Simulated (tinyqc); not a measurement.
## Tunnel coupling from the slope of the charge transition

Problem. In a double dot with one electron the occupation changes at zero detuning with the slope tanh(tc/kB T)/(4 tc). Find kB T, tc and 2 tc/h.

Parameters, values chosen for the exercise:
```
symbol  value  unit               meaning
T       0.062     K  electron temperature
```

Constants: q = 1.602176634e-19 C, kB = 1.380649e-23 J/K, h = 6.62607015e-34 J s, Vt = kB T/q. Results are converted to the units shown.

dP_R/d(ep) at ep = 0 = 0.014655297 1/ueV

Solution. The slope falls steadily with tc from 1/(4 kB T), so there is one root.

kB T = 5.343 ueV
tc = 17.00 ueV
2 tc/h = 8.221 GHz

Computed by the program tinyqc: `OMP_NUM_THREADS=1 python tinyqc.py 2470104 2470105 out.jsonl`, one thread of a shared Intel Xeon 2.30GHz, about 0.01 s for the whole run.
